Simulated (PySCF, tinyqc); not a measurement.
CISD on RHF in the 6-31g basis, for H2, spin multiplicity 1, step by step. The lowest restricted solution is unstable here: a spin-polarised one lies 0.0159 hartree lower (PySCF). Computed by tinyqc, a small Python program that keeps every step (integrals from PySCF). Settings: charge = 0, multiplicity = 1, basis = 6-31g, method = RHF, energy threshold = 1e-10, iteration cap = 74, orthogonalisation = symmetric, start = core, DIIS depth = 6, ci = CISD, davidson = 1. Command: `OMP_NUM_THREADS=1 python tinyqc.py 27137 27138 out.jsonl` (the two numbers bound the seeds that draw the settings). One thread of a shared host (Intel(R) Xeon(R) Processor @ 2.60GHz), about 0.1 s of CPU time with the checks. Later iterations appear only in the table of the cycle.

## One-electron integrals

Geometry (angstrom):
```
atom       x       y       z
H     0.0000  0.0000  0.0000
H     0.0000  0.0000  1.4500
```

Basis 6-31g: exponents (1/bohr^2) and contraction coefficients of normalised primitives:
```
element  l (shell)  exponent  coefficient
H            s (1)   18.7311       0.0335
H            s (1)    2.8254       0.2347
H            s (1)    0.6401       0.8138
H            s (2)    0.1613       1.0000
```

Overlap, kinetic and nuclear-attraction integrals over the contracted functions; the nuclear repulsion is the sum of Za Zb / Rab.

nuclear repulsion = 0.364950 hartree

overlap S:
```
        1H 1s   1H 2s   2H 1s   2H 2s
1H 1s  1.0000  0.6583  0.0652  0.2456
1H 2s  0.6583  1.0000  0.2456  0.5458
2H 1s  0.0652  0.2456  1.0000  0.6583
2H 2s  0.2456  0.5458  0.6583  1.0000
```

kinetic energy T (hartree):
```
         1H 1s   1H 2s    2H 1s   2H 2s
1H 1s   1.3957  0.2597  -0.0482  0.0330
1H 2s   0.2597  0.2419   0.0330  0.0787
2H 1s  -0.0482  0.0330   1.3957  0.2597
2H 2s   0.0330  0.0787   0.2597  0.2419
```

nuclear attraction V (hartree):
```
         1H 1s    1H 2s    2H 1s    2H 2s
1H 1s  -2.0182  -0.9824  -0.0962  -0.3646
1H 2s  -0.9824  -0.9957  -0.3646  -0.5807
2H 1s  -0.0962  -0.3646  -2.0182  -0.9824
2H 2s  -0.3646  -0.5807  -0.9824  -0.9957
```

core Hamiltonian H = T + V (hartree):
```
         1H 1s    1H 2s    2H 1s    2H 2s
1H 1s  -0.6225  -0.7227  -0.1444  -0.3315
1H 2s  -0.7227  -0.7538  -0.3315  -0.5020
2H 1s  -0.1444  -0.3315  -0.6225  -0.7227
2H 2s  -0.3315  -0.5020  -0.7227  -0.7538
```

## Two-electron integrals

Functions are numbered as in S; the eight-fold symmetry (ij|kl) = (ji|kl) = (kl|ij) leaves the list below.

Two-electron integrals (ij|kl) in chemists' order, unique and non-zero (hartree):
```
(11|11) 1.0766   (21|11) 0.5785   (21|21) 0.3294   (22|11) 0.5874
(22|21) 0.3613   (22|22) 0.4532   (31|11) 0.0435   (31|21) 0.0265
(31|22) 0.0322   (31|31) 0.0038   (32|11) 0.1081   (32|21) 0.0697
(32|22) 0.0961   (32|31) 0.0115   (32|32) 0.0451   (33|11) 0.3646
(33|21) 0.2392   (33|22) 0.3488   (33|31) 0.0435   (33|32) 0.2040
(33|33) 1.0766   (41|11) 0.2040   (41|21) 0.1177   (41|22) 0.1317
(41|31) 0.0115   (41|32) 0.0311   (41|33) 0.1081   (41|41) 0.0451
(42|11) 0.2735   (42|21) 0.1714   (42|22) 0.2245   (42|31) 0.0204
(42|32) 0.0692   (42|33) 0.2735   (42|41) 0.0692   (42|42) 0.1350
(43|11) 0.2392   (43|21) 0.1563   (43|22) 0.2258   (43|31) 0.0265
(43|32) 0.1177   (43|33) 0.5785   (43|41) 0.0697   (43|42) 0.1714
(43|43) 0.3294   (44|11) 0.3488   (44|21) 0.2258   (44|22) 0.3213
(44|31) 0.0322   (44|32) 0.1317   (44|33) 0.5874   (44|41) 0.0961
(44|42) 0.2245   (44|43) 0.3613   (44|44) 0.4532
```

## Orthogonalisation

S = U s U^T; symmetric (Loewdin) form X = U s^(-1/2) U^T, so that X^T S X = 1.

eigenvalues of S: 0.2169  0.3702  1.1720  2.2408

X:
```
         1H 1s    1H 2s    2H 1s    2H 2s
1H 1s   1.2543  -0.5000   0.0268   0.0286
1H 2s  -0.5000   1.4368   0.0286  -0.4064
2H 1s   0.0268   0.0286   1.2543  -0.5000
2H 2s   0.0286  -0.4064  -0.5000   1.4368
```

## Starting guess

The start is the orbitals of the core Hamiltonian; D = 2 C_occ C_occ^T.

D at the start:
```
        1H 1s   1H 2s   2H 1s   2H 2s
1H 1s  0.2034  0.2234  0.2034  0.2234
1H 2s  0.2234  0.2454  0.2234  0.2454
2H 1s  0.2034  0.2234  0.2034  0.2234
2H 2s  0.2234  0.2454  0.2234  0.2454
```

## Iteration 1: building the Fock matrix

J_ij = sum D_kl (ij|kl), K_ij = sum D_kl (ik|jl); F = H + J - 0.5 K; E = tr D H + tr D J / 2 - 0.25 tr D K + E_nn.

Coulomb J (hartree):
```
        1H 1s   1H 2s   2H 1s   2H 2s
1H 1s  1.1798  0.7061  0.0790  0.2758
1H 2s  0.7061  0.8680  0.2758  0.5111
2H 1s  0.0790  0.2758  1.1798  0.7061
2H 2s  0.2758  0.5111  0.7061  0.8680
```

exchange K (hartree):
```
        1H 1s   1H 2s   2H 1s   2H 2s
1H 1s  0.7538  0.6540  0.3450  0.4736
1H 2s  0.6540  0.6710  0.4736  0.5755
2H 1s  0.3450  0.4736  0.7538  0.6540
2H 2s  0.4736  0.5755  0.6540  0.6710
```

Fock matrix F (hartree):
```
         1H 1s    1H 2s    2H 1s    2H 2s
1H 1s   0.1804  -0.3435  -0.2379  -0.2925
1H 2s  -0.3435  -0.2213  -0.2925  -0.2786
2H 1s  -0.2379  -0.2925   0.1804  -0.3435
2H 2s  -0.2925  -0.2786  -0.3435  -0.2213
```

total energy of this density = -0.989028 hartree

## Iteration 1: diagonalisation and new density

Diagonalise F' = X^T F X, C = X C', fill 1 alpha and 1 beta electrons from the bottom; D = 2 C_occ C_occ^T. Each column has its largest component positive (the first on a tie).

F' = X^T F X (hartree):
```
         1        2        3        4
1   0.6376  -0.5802  -0.0749  -0.1232
2  -0.5802   0.2427  -0.1232  -0.1684
3  -0.0749  -0.1232   0.6376  -0.5802
4  -0.1232  -0.1684  -0.5802   0.2427
```

orbital energies (hartree): MO1 -0.4261, MO2 0.0807, MO3 1.0431, MO4 1.0631

coefficients C:
```
          MO1      MO2      MO3      MO4
1H 1s  0.2535   0.2058  -0.9224   0.9314
1H 2s  0.4005   0.8371   1.0666  -0.6940
2H 1s  0.2535  -0.2058   0.9224   0.9314
2H 2s  0.4005  -0.8371  -1.0666  -0.6940
```

D after iteration 1:
```
        1H 1s   1H 2s   2H 1s   2H 2s
1H 1s  0.1285  0.2031  0.1285  0.2031
1H 2s  0.2031  0.3208  0.2031  0.3208
2H 1s  0.1285  0.2031  0.1285  0.2031
2H 2s  0.2031  0.3208  0.2031  0.3208
```

## Iteration 8 (converged): orbitals

converged F (hartree):
```
         1H 1s    1H 2s    2H 1s    2H 2s
1H 1s   0.1672  -0.3529  -0.2256  -0.2930
1H 2s  -0.3529  -0.2466  -0.2930  -0.2968
2H 1s  -0.2256  -0.2930   0.1672  -0.3529
2H 2s  -0.2930  -0.2968  -0.3529  -0.2466
```

As before.

F' = X^T F X (hartree):
```
         1        2        3        4
1   0.6237  -0.5766  -0.0601  -0.1204
2  -0.5766   0.2174  -0.1204  -0.1799
3  -0.0601  -0.1204   0.6237  -0.5766
4  -0.1204  -0.1799  -0.5766   0.2174
```

orbital energies (hartree): MO1 -0.4444, MO2 0.0624, MO3 1.0187, MO4 1.0456

coefficients C:
```
          MO1      MO2      MO3      MO4
1H 1s  0.2410   0.2124  -0.9209   0.9347
1H 2s  0.4098   0.8293   1.0726  -0.6885
2H 1s  0.2410  -0.2124   0.9209   0.9347
2H 2s  0.4098  -0.8293  -1.0726  -0.6885
```

D after iteration 8:
```
        1H 1s   1H 2s   2H 1s   2H 2s
1H 1s  0.1162  0.1975  0.1162  0.1975
1H 2s  0.1975  0.3358  0.1975  0.3358
2H 1s  0.1162  0.1975  0.1162  0.1975
2H 2s  0.1975  0.3358  0.1975  0.3358
```

## Convergence

Stop when the energy changes by less than 1e-10 hartree and every element of the error matrix X^T (F D S - S D F) X is below 3e-06.

Course of the cycle:
```
iteration  E (hartree)     change  largest element of the error matrix
1            -0.989028          -                             1.05e-01
2            -1.006370  -1.73e-02                             1.67e-02
3            -1.006818  -4.48e-04                             3.07e-05
4            -1.006818  -1.25e-09                             1.26e-05
5            -1.006818  -1.53e-10                             7.91e-06
6            -1.006818  -4.68e-11                             5.77e-06
7            -1.006818  -2.02e-11                             4.54e-06
8            -1.006818  -3.30e-11                             4.06e-09
```

PySCF RHF in the same basis = -1.006818 hartree

Converged in 8 iterations.

## Populations, bond orders and dipole

Mulliken: Z minus the diagonal of D S on the atom; Loewdin: the same with S^(1/2) D S^(1/2); Mayer order: 2 sum_s sum (D(s) S)_ij (D(s) S)_ji over the two atoms.

Charges (e):
```
atom  Mulliken  Loewdin
1H           0        0
2H      0.0000        0
```

Mayer bond orders:
```
pair   order
2-1   1.0000
```

dipole moment about the origin, x y z (debye): 0.0000  0.0000  0.0000

## Integrals over molecular orbitals

(pq|rs) = sum C_ip C_jq C_kr C_ls (ij|kl), one index at a time.

one-electron integrals over orbitals h = C^T H C (hartree):
```
         1        2       3        4
1  -0.9273   0.0000  0.0000  -0.0946
2   0.0000  -0.6652  0.1584   0.0000
3   0.0000   0.1584  0.1554   0.0000
4  -0.0946   0.0000  0.0000   0.1832
```

Two-electron integrals over orbitals (pq|rs), unique and non-zero (hartree):
```
(11|11) 0.4829    (21|21) 0.1386    (22|11) 0.4330    (22|22) 0.4159
(31|21) -0.0725   (31|31) 0.0805    (32|11) -0.1154   (32|22) -0.0886
(32|32) 0.0867    (33|11) 0.4720    (33|22) 0.4376    (33|32) -0.1392
(33|33) 0.5153    (41|11) 0.0946    (41|22) 0.0821    (41|32) -0.0767
(41|33) 0.1298    (41|41) 0.0767    (42|21) 0.0577    (42|31) -0.0695
(42|42) 0.0630    (43|21) -0.1561   (43|31) 0.1118    (43|42) -0.0932
(43|43) 0.2143    (44|11) 0.4695    (44|22) 0.4302    (44|32) -0.1349
(44|33) 0.5020    (44|41) 0.1184    (44|44) 0.4977
```

## CISD: determinants and Hamiltonian

Hartree-Fock energy = -1.006818 hartree

Slater-Condon rules over spin orbitals, with the nuclear repulsion added and E(HF) subtracted on the diagonal. Only determinants linked to the reference directly or through others are kept (one block of an abelian symmetry group), so some states are absent.

Occupation strings over the orbitals (2 doubly, a alpha, b beta, 0 empty; spin orbitals ordered 1a 1b 2a 2b ...): 2000 a00b b00a 0200 0ab0 0ba0 0020 0002

H - E(HF) between determinants (hartree):
```
         2000     a00b     b00a     0200     0ab0     0ba0     0020     0002
2000   0.0000   0.0000   0.0000   0.1386  -0.0725   0.0725   0.0805   0.0767
a00b   0.0000   1.0972  -0.0767   0.0577  -0.1561   0.0695   0.1118   0.0238
b00a   0.0000  -0.0767   1.0972  -0.0577   0.0695  -0.1561  -0.1118  -0.0238
0200   0.1386   0.0577  -0.0577   0.4574   0.0697  -0.0697   0.0867   0.0630
0ab0  -0.0725  -0.1561   0.0695   0.0697   1.2996  -0.0867   0.0192  -0.0932
0ba0   0.0725   0.0695  -0.1561  -0.0697  -0.0867   1.2996  -0.0192   0.0932
0020   0.0805   0.1118  -0.1118   0.0867   0.0192  -0.0192   2.1978   0.2143
0002   0.0767   0.0238  -0.0238   0.0630  -0.0932   0.0932   0.2143   2.2359
```

## CISD: roots

Diagonalise (each vector has its largest component positive (the first on a tie)); all determinants have Ms = 0, so triplets appear too. The lowest singlet root is the correlation energy.

lowest roots of this matrix, relative to E(HF) (hartree): -0.0536  0.4699  0.9873  1.0309  1.2461  1.5110  2.0254  2.4676

lowest vectors:
```
       root 1   root 2  root 3   root 4
2000   0.9553   0.2862  0.0000  -0.0331
a00b   0.0276  -0.0933  0.6602   0.5891
b00a  -0.0276   0.0933  0.6602  -0.5891
0200  -0.2766   0.9409  0.0000   0.1799
0ab0   0.0651  -0.0758  0.2533   0.3529
0ba0  -0.0651   0.0758  0.2533  -0.3529
0020  -0.0257  -0.0410  0.0000  -0.1447
0002  -0.0173  -0.0465  0.0000   0.0497
```

<S^2> of these roots: 0.0000  0.0000  2.0000  0.0000  2.0000  0.0000  0.0000  0.0000

weight of the ground state by excitation level 0, 1, 2, ...: 0.9125  0.0015  0.0859

## The lowest root by the Davidson method

Start from the reference; add the residual divided by (theta - H_ii), orthogonalised, at each step.

Davidson iterations:
```
iteration  subspace  lowest Ritz value (hartree)  residual norm
1                 1                            0       2.05e-01
2                 2                    -0.050850       6.05e-02
3                 3                    -0.053530       6.98e-03
4                 4                    -0.053558       1.07e-03
5                 5                    -0.053559       6.42e-06
6                 6                    -0.053559       1.92e-16
```
